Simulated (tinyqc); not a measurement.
Worked calculation: CID on RHF in the sto-3g basis, for H2, spin multiplicity 1. Computed by tinyqc, a small Python program that keeps every step (integrals from PySCF). Settings: charge = 0, multiplicity = 1, basis = sto-3g, method = RHF, energy threshold = 1e-10, iteration cap = 74, orthogonalisation = symmetric, start = atomic densities, DIIS depth = 6, ci = CID, davidson = 1. Command: `OMP_NUM_THREADS=1 python tinyqc.py 31300 31301 out.jsonl` (the two numbers bound the seeds that draw the settings). One thread of a shared host (Intel(R) Xeon(R) Processor @ 2.60GHz), about 0.06 s of CPU time with the checks. The early iterations of the SCF are left out here.

## One-electron integrals

Geometry (angstrom):
```
atom         x         y         z
H     0.000000  0.000000  0.000000
H     0.000000  0.000000  0.998000
```

Basis sto-3g: exponents (1/bohr^2) and contraction coefficients of normalised primitives:
```
element  l (shell)  exponent  coefficient
H            s (1)  3.425251     0.154329
H            s (1)  0.623914     0.535328
H            s (1)  0.168855     0.444635
```

Overlap, kinetic and nuclear-attraction integrals over the contracted functions; the nuclear repulsion is the sum of Za Zb / Rab.

nuclear repulsion = 0.53023769 hartree

overlap S, order 1H 1s, 2H 1s:
$$\begin{pmatrix}
1.000000 & 0.497664 \\
0.497664 & 1.000000
\end{pmatrix}$$

kinetic energy T (hartree), order 1H 1s, 2H 1s:
$$\begin{pmatrix}
0.760032 & 0.112054 \\
0.112054 & 0.760032
\end{pmatrix}$$

nuclear attraction V (hartree), order 1H 1s, 2H 1s:
$$\begin{pmatrix}
-1.740428 & -0.796809 \\
-0.796809 & -1.740428
\end{pmatrix}$$

core Hamiltonian H = T + V (hartree), order 1H 1s, 2H 1s:
$$\begin{pmatrix}
-0.980396 & -0.684755 \\
-0.684755 & -0.980396
\end{pmatrix}$$

## Two-electron integrals

Functions are numbered as in S; the eight-fold symmetry (ij|kl) = (ji|kl) = (kl|ij) leaves the list below.

Two-electron integrals (ij|kl) in chemists' order, unique and non-zero (hartree):
```
(11|11) 0.774606   (21|11) 0.310234   (21|21) 0.158697   (22|11) 0.478693
(22|21) 0.310234   (22|22) 0.774606
```

## Orthogonalisation

S = U s U^T; symmetric (Loewdin) form X = U s^(-1/2) U^T, so that X^T S X = 1.

eigenvalues of S: [0.502336, 1.497664]

X, order 1H 1s, 2H 1s:
$$\begin{pmatrix}
1.114027 & -0.296894 \\
-0.296894 & 1.114027
\end{pmatrix}$$

## Starting guess

The start is atomic minimal-basis densities projected into this basis (PySCF's MINAO start) and scaled to the electron count of each spin; this density is not idempotent, so its energy is not variational and may lie below the converged one.

D at the start, order 1H 1s, 2H 1s:
$$\begin{pmatrix}
0.952765 & 0.094914 \\
0.094914 & 0.952765
\end{pmatrix}$$

## Iteration 3 (converged): orbitals

converged F (hartree), order 1H 1s, 2H 1s:
$$\begin{pmatrix}
-0.248000 & -0.478479 \\
-0.478479 & -0.248000
\end{pmatrix}$$

Diagonalise F' = X^T F X, C = X C', fill 1 alpha and 1 beta electrons from the bottom; D = 2 C_occ C_occ^T. Each column has its largest component positive (the first on a tie).

F' = X^T F X (hartree):
$$\begin{pmatrix}
-0.013131 & -0.471944 \\
-0.471944 & -0.013131
\end{pmatrix}$$

orbital energies (hartree): MO1 -0.485075, MO2 0.458814

coefficients C, order 1H 1s, 2H 1s:
$$\begin{pmatrix}
0.577800 & 0.997672 \\
0.577800 & -0.997672
\end{pmatrix}$$

D after iteration 3, order 1H 1s, 2H 1s:
$$\begin{pmatrix}
0.667707 & 0.667707 \\
0.667707 & 0.667707
\end{pmatrix}$$

## Convergence

Stop when the energy changes by less than 1e-10 hartree and every element of the error matrix X^T (F D S - S D F) X is below 3e-06.

Course of the cycle:
```
iteration  E (hartree)     change  largest element of the error matrix
1          -0.69773499          -                             0.000000
2          -1.06666943  -3.69e-01                             1.01e-16
3          -1.06666943   0.000000                             1.01e-16
```

PySCF RHF in the same basis = -1.06666943 hartree

Converged in 3 iterations.

## Populations, bond orders and dipole

Mulliken: Z minus the diagonal of D S on the atom; Loewdin: the same with S^(1/2) D S^(1/2); Mayer order: 2 sum_s sum (D(s) S)_ij (D(s) S)_ji over the two atoms.

Charges (e):
```
atom  Mulliken  Loewdin
1H           0        0
2H           0        0
```

Mayer bond orders:
```
pair     order
2-1   1.000000
```

dipole moment about the origin, x y z (debye): [0.000000, 0.000000, 0.000000]

## Integrals over molecular orbitals

(pq|rs) = sum C_ip C_jq C_kr C_ls (ij|kl), one index at a time.

one-electron integrals over orbitals h = C^T H C (hartree):
$$\begin{pmatrix}
-1.111832 & 0.000000 \\
0.000000 & -0.588531
\end{pmatrix}$$

Two-electron integrals over orbitals (pq|rs), unique and non-zero (hartree):
```
(11|11) 0.626757   (21|21) 0.196664   (22|11) 0.622004   (22|22) 0.653391
```

## CID: determinants and Hamiltonian

Hartree-Fock energy = -1.06666943 hartree

Slater-Condon rules over spin orbitals, with the nuclear repulsion added and E(HF) subtracted on the diagonal.

Occupation strings over the orbitals (2 doubly, a alpha, b beta, 0 empty; spin orbitals ordered 1a 1b 2a 2b ...): 20 02

H - E(HF) between determinants (hartree), order 20, 02:
$$\begin{pmatrix}
0.000000 & 0.196664 \\
0.196664 & 1.073236
\end{pmatrix}$$

## CID: roots

Diagonalise (each vector has its largest component positive (the first on a tie)); all determinants have Ms = 0, so triplets appear too. The lowest singlet root is the correlation energy.

lowest roots of this matrix, relative to E(HF) (hartree): [-0.034902, 1.108138]

lowest vectors, order 20, 02:
$$\begin{pmatrix}
0.984614 & 0.174742 \\
-0.174742 & 0.984614
\end{pmatrix}$$

<S^2> of these roots: [0.000000, 0.000000]

weight of the ground state by excitation level 0, 1, 2, ...: [0.969465, 0.000000, 0.030535]
